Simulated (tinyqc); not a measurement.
What each parameter does: six-band k.p model of the valence band of a wurtzite crystal.

At k = 0: E1 = D1c + D2c + Te + Le (pure HH); E2, E3 = Le + u +/- sqrt(u^2 + 2 D3c^2), u = (D1c - D2c + Te)/2, D1c = Dcr, D2c = D3c = Dso/3. The weight of LH in state 2 is fL = (E2 - Le)^2/((E2 - Le)^2 + 2 D3c^2). Relative strengths of transitions to the conduction band: for E perpendicular to c (TE) 1/2, fL/2, (1 - fL)/2; for E along c (TM) 0, 1 - fL, fL, with one momentum element for both directions.

Strain of a c-plane layer: exx = eyy = e_par, ezz = -2 (C13/C33) e_par; Le = D1 ezz + D2 (exx + eyy), Te = D3 ezz + D4 (exx + eyy).

Conduction edge: Ec = (top of the unstrained valence band) + Eg + (a1 + D1) ezz + (a2 + D2)(exx + eyy).

Values chosen for the exercise (near those of AlGaN; not measured data): Dcr = -0.1036 eV (crystal-field splitting); Dso = 0.0175 eV (spin-orbit splitting); Eg = 5.517 eV (direct gap at Gamma from the top of the unstrained valence band); a1 = -3.9 eV (gap potential along c); a2 = -11.09 eV (gap potential in the plane); D1 = -13.33 eV; D2 = 6.88 eV; D3 = 8.81 eV; D4 = -3.97 eV; C13 = 110 GPa; C33 = 384 GPa; e_par = -0.015 (exx = eyy of a c-plane layer).

Splittings at k = 0 under the strain, fL and the lowest transition. Each row changes one parameter from the base and keeps the others.

Results:

| case | E1 - E2 (meV) | E1 - E3 (meV) | fL | lowest transition (eV) |
|---|---|---|---|---|
| base | 10.88 | 97.83 | 0.9909 | 5.7198 |
| Dso = 0.014 eV | 8.83 | 96.38 | 0.9943 | 5.7207 |
| a1 = -4.68 eV | 10.88 | 97.83 | 0.9909 | 5.7131 |
| a2 = -8.872 eV | 10.88 | 97.83 | 0.9909 | 5.6532 |
| D1 = -10.664 eV | 10.88 | 97.83 | 0.9909 | 5.7198 |
| e_par = -0.018 | 11.12 | 136.55 | 0.9957 | 5.7406 |
| C13 = 88 GPa | 10.71 | 82.86 | 0.9867 | 5.7416 |
| D4 = -3.176 eV | 10.58 | 74.31 | 0.9830 | 5.7436 |
| D2 = 8.256 eV | 10.88 | 97.83 | 0.9909 | 5.7198 |

The largest shifts from the base row, up to three for each result and ties (the steps differ in size, so this ranks the rows, not the parameters). E1 - E2 (meV): Dso -2.04, D4 -0.30, e_par +0.24; unchanged at the printed digits by a1, a2, D1 and D2. E1 - E3 (meV): e_par +38.72, D4 -23.52, C13 -14.98; unchanged at the printed digits by a1, a2, D1 and D2. fL: D4 -0.0080, e_par +0.0047, C13 -0.0042; unchanged at the printed digits by a1, a2, D1 and D2. lowest transition (eV): a2 -0.0665, D4 +0.0238, C13 +0.0218; unchanged at the printed digits by D1 and D2. D1 and D2 shift all valence edges and the conduction edge alike, so they drop out of splittings and transitions.

Run: tinyqc, `OMP_NUM_THREADS=1 python tinyqc.py 1051266 1051267 out.jsonl`; Intel(R) Xeon(R) Processor @ 2.30GHz, one thread, shared host; about 0.01 s of CPU time with all checks.
